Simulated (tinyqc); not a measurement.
Schottky diode by thermionic emission with image-force lowering and series resistance: effect of the doping on the lowering.

Metal on an n-type semiconductor with one parabolic valley; V > 0 is forward bias (metal positive). I = I0 [exp(Vj/(n Vt)) - 1] with Vj = V - I Rs; I0 = S A* T^2 exp(-(phi - dphi)/Vt), the lowering dphi taken at zero bias.

A* = 4 pi q me m0 kB^2/h^3 (times 1e-4 for A/(cm^2 K^2)); Nc = 2 (2 pi me m0 kB T/h^2)^1.5 (times 1e-6 for cm^-3); xi = Vt ln(Nc/Nd), Vbi = phi - xi; surface field Em = sqrt(2 q Nd (Vbi - V - Vt)/(eps0 eps_r)); dphi = sqrt(q Em/(4 pi eps0 eps_r)). Here V = 0 in Em.

Inputs (values chosen for the exercise); band and dielectric values those of a made-up semiconductor:
```
symbol,value,unit,meaning
T,400,K,temperature
me,0.053,m0,electron mass
eps_r,11.9,,relative permittivity
phi,0.54,eV,barrier height seen from the metal
S,0.00036,cm^2,area
```

Constants: q = 1.602176634e-19 C, kB = 1.380649e-23 J/K, h = 6.62607015e-34 J s, m0 = 9.1093837015e-31 kg, Vt = kB T/q, eps0 = 8.8541878128e-14 F/cm where lengths are in cm. Results are converted to the units shown.

Result of one run:

| Vbi (V) | Em (kV/cm) | dphi (meV) | I0 (A) |
|---|---|---|---|
| 0.4483 | 64.45 | 27.93 | 1.296e-4 |

Which donor density Nd gave this result: 1.3e14, 5.2e15, 1.3e16, 3.3e16 or 8.5e16 cm^-3?

Nd = 3.3e16 cm^-3.

The whole series:

| Nd (cm^-3) | Vbi (V) | Em (kV/cm) | dphi (meV) | I0 (A) |
|---|---|---|---|---|
| 1.3e14 | 0.2575 | 2.969 | 5.994 | 6.860e-5 |
| 3.2e14 | 0.2885 | 4.973 | 7.757 | 7.220e-5 |
| 8.1e14 | 0.3206 | 8.395 | 10.08 | 7.723e-5 |
| 2.1e15 | 0.3534 | 14.27 | 13.14 | 8.441e-5 |
| 5.2e15 | 0.3846 | 23.53 | 16.87 | 9.406e-5 |
| 1.3e16 | 0.4162 | 38.85 | 21.68 | 1.081e-4 |
| 3.3e16 | 0.4483 | 64.45 | 27.93 | 1.296e-4 |
| 8.5e16 | 0.4810 | 107.4 | 36.06 | 1.641e-4 |

dphi rises from 5.99 to 36.1 meV, as Nd^(0.28) (1/4 at fixed Vbi), and I0 grows by a factor of 2.39. Emission limits the current only if the drift velocity at the surface is well above A* T^2/(q Nc) = 1.35e7 cm/s; with a mobility of 6400 cm^2/(V s) it is less than three times that in 2 of the rows, where I0 is overstated.

tinyqc, about 0.01 s, one thread, Intel Xeon 2.30GHz (shared host): `OMP_NUM_THREADS=1 python tinyqc.py 2640159 2640160 out.jsonl`
